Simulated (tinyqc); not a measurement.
# Changing the emission angle from the normal

Model: X-ray photoelectron analysis of a thin oxide on a semiconductor: attenuation lengths, thickness, angle series and band offsets. Computed by tinyqc, a small Python program. Command: `OMP_NUM_THREADS=1 python tinyqc.py 3111479 3111480 out.jsonl xps sweep`. One thread of a shared host (Intel(R) Xeon(R) Processor @ 2.30GHz), about 0.01 s of CPU time with the checks.

The same element is seen in the oxide and in the substrate, at nearly the same kinetic energy; films are flat and uniform, and the work function is ignored.

Inputs (values chosen for the exercise, modelled on SiO2 on silicon):
```
quantity                                           value    unit
photon energy                                     1253.6      eV
binding energy of the core level                    99.4      eV
oxide density                                       2.18  g/cm^3
oxide formula mass                                 60.08   g/mol
valence electrons per oxide formula                   16       -
oxide gap                                           8.82      eV
substrate density                                   2.33  g/cm^3
substrate formula mass                             28.09   g/mol
valence electrons per substrate formula                4       -
substrate gap                                       1.12      eV
oxide thickness d                                      4      nm
attenuation length over inelastic mean free path    0.92       -
carbon overlayer                                    0.32      nm
counts in the two peaks together                  200000       -
```

Method:
- TPP-2M: lambda = E/(E_p^2 [b ln(c E) - C/E + D/E^2]) in angstrom, E_p = 28.8 sqrt(N_v rho/M), b = -0.10 + 0.944/sqrt(E_p^2 + E_g^2) + 0.069 rho^0.1, c = 0.191/sqrt(rho), U = N_v rho/M, C = 1.97 - 0.91 U, D = 53.4 - 20.8 U, with E = photon energy less binding energy in eV.
- Attenuation length L = factor x lambda.
- R_0 = (rho_o/M_o) L_o/((rho_s/M_s) L_s); peak ratio R = I_ox/I_sub = R_0 [exp(d/(L_o cos theta)) - 1]; hence d = L_o cos theta ln(1 + R/R_0). A carbon layer weakens both peaks alike, by exp(-d_C/(L_o cos theta)) if its L is taken equal to L_o. This R_0 leaves out intrinsic losses from the substrate peak, so calibrated values can be larger.
- With x = d/(L_o cos theta): d ln d/d ln R = (1 - exp(-x))/x = -d ln d/d ln R_0; counting error of R = 1/sqrt(N f (1 - f)), f the oxide share, which times the sensitivity gives that of d; an angle error adds tan(theta) d theta; d is proportional to L_o at fixed R_0. Assumed errors: 5 % in R_0, 1 degree, 5 % in L_o.

One run for each value:
```
emission angle from the normal (degrees)  ratio R  depth 3 L_o cos theta (nm)  angle (%)  attenuation by carbon
0                                            1.46                       9.264      0.000                 0.9016
9                                            1.49                       9.150      0.276                 0.9004
18                                           1.60                       8.811      0.567                 0.8968
27                                           1.80                       8.255      0.889                 0.8902
36                                           2.18                       7.495      1.268                 0.8798
45                                           2.88                       6.551      1.745                 0.8637
54                                           4.43                       5.445      2.402                 0.8384
63                                           8.99                       4.206      3.425                 0.7959
72                                          35.81                       2.863      5.372                 0.7151
```

What does the table show?

Over the rows, ratio R rises from 1.46 to 35.8; depth 3 L_o cos theta (nm) falls from 9.26 to 2.86; angle (%) rises from 0 to 5.37.

Caution (rows 63.0, 72.0): beyond about 60 degrees elastic scattering and roughness make a single attenuation length unreliable.
